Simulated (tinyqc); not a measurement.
Worked calculation: quaternary alloy A(x)B(1-x)C(y)D(1-y) matched to a substrate. Values are carried at full precision from step to step, so a last printed digit may differ when a step is redone from the rounded ones.

Matching a(x,y) = a_s gives x = (a_s - y a_BC - (1 - y) a_BD)/(y (a_AC - a_BC) + (1 - y)(a_AD - a_BD)).
Constants: hc = 1239.841984 eV nm.

Inputs chosen for the exercise (AC, AD, BC, BD near GaAs, GaSb, InAs and InSb; substrate near InP; not measured data):

| symbol | value | unit | meaning |
|---|---|---|---|
| a | (5.648, 6.088, 6.061, 6.487) | angstrom | lattice constants of AC, AD, BC, BD |
| a_s | 5.87 | angstrom | substrate |
| y | 0.51 |  | fraction of C |
| Eg | (1.516, 0.821, 0.419, 0.236) | eV | gaps at Gamma of AC, AD, BC, BD |
| Cb | (0.455, 0.422, 1.396, 0.632) | eV | bowing of ABC, ABD, ACD, BCD |
| dx | -0.014 |  | error of x in growth |

## The matched composition

Give numerator, denominator and x.

numerator = -0.39974 angstrom
denominator = -0.40614 angstrom
x = 0.9842

## The gap by rule 1

Q(x,y) = x y Q_AC + x (1 - y) Q_AD + (1 - x) y Q_BC + (1 - x)(1 - y) Q_BD for the lattice constant. Gap, rule 1: Q(x,y) - x (1 - x)[y C_ABC + (1 - y) C_ABD] - y (1 - y)[x C_ACD + (1 - x) C_BCD]. Rule 2 (mean of ternaries): {x (1 - x)[y T_ABC(x) + (1 - y) T_ABD(x)] + y (1 - y)[x T_ACD(y) + (1 - x) T_BCD(y)]}/{x (1 - x) + y (1 - y)}, T_ABC(x) = x E_AC + (1 - x) E_BC - C_ABC x (1 - x), T_ACD(y) = y E_AC + (1 - y) E_AD - C_ACD y (1 - y), and alike. Only the Gamma valley is followed.

Give the four weights, the bilinear part, the two bowing terms, the gap and hc/gap.

weights of AC, AD, BC, BD: 0.5020  0.4823  0.0080  0.0077

bilinear part = 1.1621 eV

bowing terms (eV): 0.0068  0.3459

gap = 0.8095 eV
wavelength = 1532 nm

## The gap by rule 2

Give the four ternary gaps and their weighted mean.

T_ABC, T_ABD, T_ACD, T_BCD (eV): 1.4917  0.8052  0.8266  0.1714

gap = 0.8361 eV

Rule 2 lies 27 meV above rule 1: it averages the two bowing terms where rule 1 adds them. Both agree on the ternary edges.

## An error in composition

Replace x by x + dx; mismatch (a_s - a)/a and change of the relaxed gap by rule 1.

a = 5.8757 angstrom
mismatch = -0.097 %
change of the gap = -15.0 meV

The layer would be under compression; the strain shift of the gap is not included.

## Checks

- Lattice constant at the matched composition against a_s (angstrom): both 5.8700.
- Rule 2 as a mean of ternaries against its form with averaged bowing (eV): both 0.8361.

(tinyqc, `OMP_NUM_THREADS=1 python tinyqc.py 1081574 1081575 out.jsonl`, Intel(R) Xeon(R) Processor @ 2.30GHz, 1 thread, shared host, about 0.01 s.)
